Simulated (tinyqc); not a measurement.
Inside a calculation. Method: geometry optimisation on the RHF/sto-3g surface (energies and gradients from PySCF), for H2, spin multiplicity 1. Computed by tinyqc, a small Python program that keeps every step (integrals from PySCF). Settings: charge = 0, multiplicity = 1, basis = sto-3g, optimiser = bfgs, first Hessian = 0.15, largest step = 0.1, iteration cap = 30. Command: `OMP_NUM_THREADS=1 python tinyqc.py 25573 25574 out.jsonl` (the two numbers bound the seeds that draw the settings). One thread of a shared host (Intel(R) Xeon(R) Processor @ 2.60GHz), about 0.1 s of CPU time with the checks.

## Step 1: energy and gradient

positions at the start (bohr), order 1H, 2H:
```
[[0.000000, 0.000000, 0.000000],
 [0.000000, 0.000000, 1.443751]]
```

Self-consistent energy and analytic gradient at these positions.

energy = -1.11502888 hartree

gradient (hartree/bohr), order 1H, 2H:
```
[[0.00000000, 0.00000000, -0.04813616],
 [0.00000000, 0.00000000, 0.04813616]]
```

## Step 1: move

Quasi-Newton step p = -H^(-1) g (first H = 0.15 times the unit matrix); steps longer than 0.1 bohr are cut back (factor 0.220 here).

positions after step 1 (bohr), order 1H, 2H:
```
[[0.000000, 0.000000, 0.070711],
 [0.000000, 0.000000, 1.373040]]
```

## Step 2: energy and gradient

As before.

energy = -1.11693536 hartree

gradient (hartree/bohr), order 1H, 2H:
```
[[0.00000000, 0.00000000, 0.02679989],
 [0.00000000, 0.00000000, -0.02679989]]
```

## Step 2: move

inverse Hessian in use (bohr^2/hartree):
```
[[6.666667, 0.000000, 0.000000, 0.000000, 0.000000, 0.000000],
 [0.000000, 6.666667, 0.000000, 0.000000, 0.000000, 0.000000],
 [0.000000, 0.000000, 3.805140, 0.000000, 0.000000, 2.861527],
 [0.000000, 0.000000, 0.000000, 6.666667, 0.000000, 0.000000],
 [0.000000, 0.000000, 0.000000, 0.000000, 6.666667, 0.000000],
 [0.000000, 0.000000, 2.861527, 0.000000, 0.000000, 3.805140]]
```

Quasi-Newton step p = -H^(-1) g (the inverse Hessian comes from BFGS updates; coordinates in the order x, y, z of each atom); steps longer than 0.1 bohr are cut back.

positions after step 2 (bohr), order 1H, 2H:
```
[[0.000000, 0.000000, 0.045422],
 [0.000000, 0.000000, 1.398329]]
```

## Convergence

Stop when the largest gradient component is below 3e-5 hartree/bohr. The inverse Hessian follows the BFGS update with s = step, y = change of gradient.

Course of the optimisation:
```
step  E (hartree)  largest gradient (hartree/bohr)
1     -1.11502888                         4.81e-02
2     -1.11693536                         2.68e-02
3     -1.11749200                         3.96e-03
4     -1.11750582                         2.73e-04
5     -1.11750589                         3.07e-06
```

Final distances (angstrom):
```
pair   distance
2H-1H  0.712227
```

Converged in 5 steps.
